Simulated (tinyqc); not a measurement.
Inside a calculation. Model: tunnelling through a two-layer gate stack, WKB transmission and Tsu-Esaki current.

Numbers from tinyqc (`OMP_NUM_THREADS=1 python tinyqc.py 2540054 2540055 out.jsonl`; about 0.03 s on one thread of a shared Intel Xeon 2.30GHz). Printed values are rounded.

Electrons leave the emitter at x = 0. Energies E (motion across the layers) are in eV from the emitter Fermi level; the collector Fermi level lies at -V and offers states at every E. No charge in the dielectric and no image force: F1 = V/(t1 + t2 eps1/eps2), F2 = F1 eps1/eps2; U = phi1 - F1 x in layer 1 and phi2 - F1 t1 - F2 (x - t1) in layer 2. With C = hbar^2/(2 m0), kappa = sqrt(m (U - E)/C) where U > E and 0 elsewhere; T(E) = exp(-S), S = 2 times the integral of kappa over x.

Inputs (values chosen for the exercise); layer 1 close to silicon dioxide, layer 2 close to aluminium oxide: temperature T = 77 K; Fermi energy of the emitter above its band bottom Ef = 0.39 eV; emitter mass in the supply function me = 1 m0; barrier of layer 1 above the emitter Fermi level at zero bias phi1 = 3.19 eV; tunnelling mass of layer 1 m1 = 0.5 m0; thickness of layer 1 t1 = 0.4 nm; relative permittivity of layer 1 eps1 = 3.72; barrier of layer 2 at zero bias phi2 = 2.64 eV; tunnelling mass of layer 2 m2 = 0.39 m0; thickness of layer 2 t2 = 2.6 nm; relative permittivity of layer 2 eps2 = 9.28; voltage across the dielectric V = 1.3 V; energy of the electron followed E = -0.21 eV; cells in each layer nc = 3; lower end of the energy grid Ea = -0.39 eV; upper end of the energy grid Eb = 0.063 eV; points of the energy grid nE = 11.

Constants: q = 1.602176634e-19 C, kB = 1.380649e-23 J/K, hbar = 1.054571817e-34 J s, m0 = 9.1093837015e-31 kg, Vt = kB T/q, hbar^2/(2 m0) = 0.0380998212 eV nm^2. Results are converted to the units shown.

Range of the model: A layer thinner than 0.8 nm holds only a few atomic planes, where an effective mass is a rough description.

## Fields and band edges

F1 = V/(t1 + t2 eps1/eps2), F2 = F1 eps1/eps2; U = phi1 - F1 x in layer 1 and phi2 - F1 t1 - F2 (x - t1) in layer 2. EOT = 3.9 (t1/eps1 + t2/eps2).

F1 = 9.01375 MV/cm
F2 = 3.61327 MV/cm
U at the end of layer 1 = 2.82945 eV
U at the start of layer 2 = 2.27945 eV
U at the end of layer 2 = 1.34 eV
EOT = 1.51203 nm

## WKB exponent by the midpoint rule

Cut each layer into nc equal cells, take U and kappa at the cell centres, and sum S = 2 sum kappa h.

```
cell	x (nm)	U (eV)	kappa (1/nm)
0	0.06667	3.12991	6.62050
1	0.20000	3.00973	6.50029
2	0.33333	2.88954	6.37782
3	0.83333	2.12288	4.88671
4	1.70000	1.80973	4.54692
5	2.56667	1.49658	4.17959
```

S = 28.7959
T(E) = 3.11970e-13

## WKB exponent in closed form

Each layer adds (2/F) sqrt(m/C) [G(u at its left edge) - G(u at its right edge)] to S, with u = U - E (0 where negative) and G(u) = (2/3) u^1.5. The slope follows from 1/d = -dS/dE.

S = 28.7897
T(E) = 3.13906e-13
energy d over which T(E) grows by a factor e = 0.14922 eV

The midpoint rule gives S = 28.796, so its T(E) is 0.62 % below this value. The band edge stays above E through the whole stack: direct tunnelling through a trapezoid.

## Current density on a coarse energy grid

J = J0 times the integral of T(E) N(E) dE, N = ln[(1 + exp(-E/Vt))/(1 + exp((-E - V)/Vt))], J0 = q^2 me m0 kB T/(2 pi^2 hbar^3) (times 1e-4 for A/cm^2 per eV), by Simpson's rule on nE equally spaced points from Ea to Eb.

```
point	E (eV)	T(E)	N	T(E) N
0	-0.390000	9.63516e-14	58.7761	5.66318e-12
1	-0.344700	1.29108e-13	51.9491	6.70704e-12
2	-0.299400	1.73525e-13	45.1220	7.82978e-12
3	-0.254100	2.33952e-13	38.2949	8.95915e-12
4	-0.208800	3.16441e-13	31.4678	9.95772e-12
5	-0.163500	4.29448e-13	24.6408	1.05819e-11
6	-0.118200	5.84831e-13	17.8137	1.04180e-11
7	-0.072900	7.99292e-13	10.9866	8.78152e-12
8	-0.027600	1.09646e-12	4.17504	4.57777e-12
9	0.017700	1.50993e-12	0.0671196	1.01346e-13
10	0.063000	2.08767e-12	7.52539e-5	1.57106e-16
```

J0 = 1.07381e8 A/(cm^2 eV)
J = 3.43347e-4 A/cm^2

The integrand peaks at E = -0.164 eV among these points. A converged quadrature from -Ef to above the barrier gives 3.441e-4 A/cm^2; this grid is 0.21 % below that.
